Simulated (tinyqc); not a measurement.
Minority-electron transport through the base of a bipolar transistor (Moll-Ross and Kroemer integrals): one step, computed by the program tinyqc.

Low injection, one dimension, x from the emitter edge (0) to the collector edge (W), s = x/W. Recombination is treated as a small correction (valid for tau_B well below tau_n), computed from the stored charge.

Question. Profile and built-in field. N(x) = N_0 (ratio)^(-s^2); n_i(x)^2 = n_i^2 exp(s dE_g/k_B T); D(x) = (k_B T/e) mu, mu = mu_min + (mu_max - mu_min)/(1 + (N/N_ref)^0.7). Field that drives electrons towards the collector, averaged over the base: (k_B T/e) ln[N_0 n_i(W)^2/(N(W) n_i^2)]/W.

Inputs (values chosen for the exercise, modelled on SiGe):
```
quantity,value,unit
base doping at the emitter edge N_0,2.9e+19,1/cm^3
base width W,70,nm
mu_min,190,cm^2/(V s)
mu_max,1100,cm^2/(V s)
N_ref,8.6e+16,1/cm^3
temperature T,300,K
doping ratio N_0/N(W),38,-
gap narrowing across the base dE_g,28,meV
```

Base doping profile: Gaussian. Gap grading: linear. Exit of the base: infinite sink.

Constants: k_B = 8.617333262e-05 eV/K.

Give: Across the base; drift factor eta (potential drop in k_B T/e); mean built-in field.

Answer.

Across the base:
```
s,N (1/cm^3),n_i(x)^2/n_i^2,D (cm^2/s),y (s/cm^5)
0.0,2.900e+19,1.000,5.305,5.466e+18
0.2,2.507e+19,1.242,5.347,3.776e+18
0.4,1.620e+19,1.542,5.498,1.911e+18
0.6,7.828e+18,1.915,5.871,6.962e+17
0.8,2.827e+18,2.379,6.790,1.751e+17
1.0,7.632e+17,2.954,9.105,2.837e+16
```

drift factor eta (potential drop in k_B T/e) = 4.721

mean built-in field = 17.43 kV/cm
